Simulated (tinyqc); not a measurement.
Worked calculation: spherical quantum dot. Values are carried at full precision from step to step, so a last printed digit may differ when a step is redone from the rounded ones.

With hard walls E = c (x/R)^2/mw, x a zero of j_l: 1s 3.141593; 2s 6.283185; 1p 4.493409; 2p 7.725252; 1d 5.763459; 2d 9.095011; 1f 6.987932; 2f 10.417119.

Constants: hbar^2/2m0 = 3.80998211 eV angstrom^2; e^2/(4 pi eps0) = 14.39964547 eV angstrom; Ry = 13.60569312 eV; a0 (Bohr radius) = 0.5291772105 angstrom; hc = 1239.841984 eV nm.

Inputs chosen for the exercise (near those of an InGaAs dot in InAlAs; the results hold for these values, not for the real material):
```
symbol  value   unit      meaning
R       108     angstrom  radius
mw      0.0414  m0        mass inside
V0      0.522   eV        barrier height
mb      0.0751  m0        mass outside
E       0.067   eV        trial energy
Eg      0.806   eV        bulk gap
mh      0.57    m0        hole mass
eps     12.9              dielectric constant inside
eps_o   4.6               dielectric constant beyond a thin barrier shell (oxide or ligands)
```

## Hard-wall levels

The six lowest of these, with their orbital degeneracy; c = hbar^2/2m0.

Hard walls:
```
state  degeneracy       x  E (eV)
1s              1  3.1416  0.0779
1p              3  4.4934  0.1593
1d              5  5.7635  0.2621
2s              1  6.2832  0.3115
1f              7  6.9879  0.3853
2p              3  7.7253  0.4709
```

Shells close, with spin and per valley, at 2, 8, 18, 20 electrons; levels above about 0.3 eV are beyond a parabolic mass, and anisotropic valleys split the shells. The real barrier, V0 = 0.522 eV, lowers all of them.

## The matching condition at a trial energy

A sphere of radius R, isotropic masses, c = hbar^2/2m0, k = sqrt(mw E/c), kappa = sqrt(mb (V0 - E)/c). State n l is the spherical Bessel function j_l(k r) inside and k_l(kappa r) outside; psi and psi'/m are continuous: (k/mw) j_l'(kR)/j_l(kR) = (kappa/mb) k_l'(kappa R)/k_l(kappa R). For l = 0 this reads kR cot(kR) = 1 - (mw/mb)(1 + kappa R).

Both sides for the lowest state, in the form for l = 0.

k R = 2.9141
kappa R = 10.2279
left side = -12.5860
right side = -5.1896

The left side falls with E and the right side rises; here the left is the smaller, so the level lies below the trial energy.

## Bound levels

All roots below V0 for angular numbers 0 to 3, two each at most; the last column is the ratio to the hard-wall level.

Finite barrier:
```
state  degeneracy  E (eV)     k R  E/E(hard)
1s              1  0.0563  2.6713      0.723
1p              3  0.1153  3.8228      0.724
1d              5  0.1894  4.8996      0.723
2s              1  0.2270  5.3640      0.729
1f              7  0.2772  5.9269      0.719
2p              3  0.3423  6.5870      0.727
2d              5  0.4683  7.7044      0.718
```

7 levels of these are bound; the lowest reaches 72 % of its hard-wall value.

## Lowest optical transition

Brus estimate with the correlation term of Kayanuma, both carriers between hard walls: E = Eg + c (pi/R)^2 (1/mw + 1/mh) - 1.786 q/(eps R) - 0.248 Ry*, with q = e^2/(4 pi eps0), Ry* = Ry mu/eps^2, 1/mu = 1/mw + 1/mh, a* = a0 eps/mu, c = hbar^2/2m0. It assumes R below about a*.

Give the terms and the wavelength hc/E.

mu = 0.0386 m0
a* = 176.9 angstrom

confinement, Coulomb and correlation terms (eV): 0.0835  -0.0185  -0.0008

E = 0.8703 eV
wavelength = 1424.6 nm

R/a* = 0.61: strong confinement, as the formula assumes. For the electron, hard walls give 22 meV more than the finite barrier.

## Charging energy

Two electrons in the hard-wall 1s state repel by U = 1.786 q/(eps R) + q (1/eps_o - 1/eps)/R, the second term from the polarisation of the surface; q = e^2/(4 pi eps0). The addition energies are U for the second electron and U + E(1p) - E(1s) for the third, with U taken as constant and hard-wall levels.

direct term = 18.5 meV
polarisation term = 18.6 meV

addition energies (meV): 37.1  118.5

## Checks

- Lowest level by radial finite differences against the matching condition, eV: both 0.0563.

(tinyqc, `OMP_NUM_THREADS=1 python tinyqc.py 1252060 1252061 out.jsonl`, Intel(R) Xeon(R) Processor @ 2.30GHz, 1 thread, shared host, about 0.06 s.)
